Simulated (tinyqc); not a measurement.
Convergence with the plane-wave basis: k.p theory built from an empirical-pseudopotential calculation at Gamma.

Empirical pseudopotential on the fcc lattice, atoms at +/- tau, tau = a (1,1,1)/8, no spin-orbit coupling. H(G,G') = c (2 pi/a)^2 |k + G|^2 delta + VS(q) cos(q.tau) + i VA(q) sin(q.tau), q = G - G', c = hbar^2/2m0; k and G in units of 2 pi/a; VS at |q|^2 = 3, 8, 11 and VA at 3, 4, 11, in rydberg, zero elsewhere. The basis holds all G with |G|^2 up to a cut-off. Energies are counted from the fourth level at Gamma.

For a multiplet A of d_A states, W(B) = (4 c/(3 d_A)) sum over n in A, m in B and i = x, y, z of |<n|G_i|m>|^2 (G in 1/angstrom, <n|G_i|m> = sum_G c_n(G)* G_i c_m(G)); the mean inverse mass of A is 1 + sum_B W(B)/(E_A - E_B). Multiplets with W = 0 are left out.

Valence parameters: D(u) = c + 4 c^2 sum_m <n|u.G|m><m|u.G|n'>/(0 - E_m) on the valence triplet, in units of c, has eigenvalues L, M, M along [100] and (L + 2M + 2N)/3, (L + 2M - N)/3 twice along [111]; g1 = -(L + 2M)/3, g2 = -(L - M)/6, g3 = -N/6.

Constants: hbar^2/2m0 = 3.80998211 eV angstrom^2; Ry = 13.60569312 eV.

Parameters, chosen for this exercise (out of a larger set: near those of GaP; not measured data):
- a = 5.455 angstrom (lattice constant)
- VS = (-0.224, 0.031, 0.072) Ry (symmetric form factors)
- VA = (0.117, 0.068, 0.019) Ry (antisymmetric form factors)

E_s is the lowest empty singlet, Ep its W to the valence triplet, m its mass.

Results:

| cut-off | plane waves | E_s (eV) | Ep (eV) | m (m0) | g1 | g2 | g3 |
|---|---|---|---|---|---|---|---|
| 8 | 27 | 2.834 | 18.08 | 0.1368 | 3.49 | 0.75 | 1.40 |
| 11 | 51 | 2.784 | 18.63 | 0.1313 | 3.61 | 0.87 | 1.41 |
| 12 | 59 | 2.811 | 18.57 | 0.1330 | 3.67 | 0.83 | 1.43 |
| 16 | 65 | 2.813 | 18.57 | 0.1331 | 3.69 | 0.83 | 1.43 |
| 19 | 89 | 2.813 | 18.56 | 0.1332 | 3.68 | 0.83 | 1.42 |
| 20 | 113 | 2.828 | 18.56 | 0.1338 | 3.67 | 0.82 | 1.42 |
| 24 | 137 | 2.830 | 18.55 | 0.1339 | 3.67 | 0.82 | 1.42 |

What can be read from this table?

Against the last row, E_s errs most, by -0.046 eV, at cut-off 11, and by -0.002 eV in the last row but one. Ep varies by 3.0 % over the table and m by 4.1 %: the mass, near E_s/Ep, inherits the errors of both. Local form factors fix the converged values only roughly. The gap is a difference of two levels, so it need not converge steadily, and here it does not.

(tinyqc, `OMP_NUM_THREADS=1 python tinyqc.py 1051509 1051510 out.jsonl`, Intel(R) Xeon(R) Processor @ 2.30GHz, 1 thread, shared host, about 0.4 s.)
